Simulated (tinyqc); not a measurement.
Worked calculation: one-electron ion in a basis of Gaussians. One step of it, computed by the program tinyqc.

Problem. Matrices over normalised Gaussians. With p = a_i + a_j and I(k) = Gamma((k+1)/2) / (2 p^((k+1)/2)): S = I(2l+2), T = (2l+3) a_i a_j S / p, V = -Z I(2l+1), each divided by sqrt(S_ii S_jj).

exponents of r^l exp(-a r^2) (1/bohr^2): 0.035720  0.090650  0.230100  0.584000

Z = 5

l = 2

Give: S; T; V.

Solution.

S, lower triangle:
```
,1,2,3,4
1,1.0000
2,0.6932,1.0000
3,0.2621,0.6931,1.0000
4,0.0691,0.2621,0.6931,1.0000
```

T (hartree), lower triangle:
```
,1,2,3,4
1,0.1250
2,0.1243,0.3173
3,0.0567,0.3155,0.8054
4,0.0163,0.1440,0.8009,2.0440
```

V (hartree), lower triangle:
```
,1,2,3,4
1,-0.8043
2,-0.7415,-1.2812
3,-0.4066,-1.1811,-2.0413
4,-0.1638,-0.6478,-1.8818,-3.2520
```
